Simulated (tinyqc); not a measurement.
Adsorption as a lattice gas: isotherms with interactions, competition, desorption peaks and saturation dose: one step, computed by the program tinyqc.

One adsorbate per site; a molecule needs 2 empty sites. Gas and surface have the same temperature.

Task: Dose to saturate, flat and in a hole. Without desorption or interaction, 99 % coverage needs the time 99 N_s/(2 s0 F). For a round hole of aspect ratio a in molecular flow with unit sticking (Gordon), the time is N_s/(2F) x [1 + (19/4) a + (3/2) a^2]. The larger of the two times is a rough guide.

Inputs (values chosen for the exercise, for a model surface):
```
quantity                                          value    unit
desorption energy E                                2.39      eV
prefactor nu                                    3.8e+14     1/s
site density N_s                                      7  1/nm^2
sticking coefficient s0                          0.0014       -
temperature T                                       807       K
aspect ratio a (depth over diameter) of a hole       40       -
```

Adsorption: dissociative (second order).

flux F = 495577.5 1/(nm^2 s)

Give: time on a flat surface; time for the hole.

Result:

time on a flat surface = 0.4994 s

time for the hole = 0.01830 s

The surface reaction is the slower step. Caution: with k_d = nu exp(-E/(k_B T)) of these inputs desorption is not negligible over the time on a flat surface, so without interaction 99 % coverage is not reached.
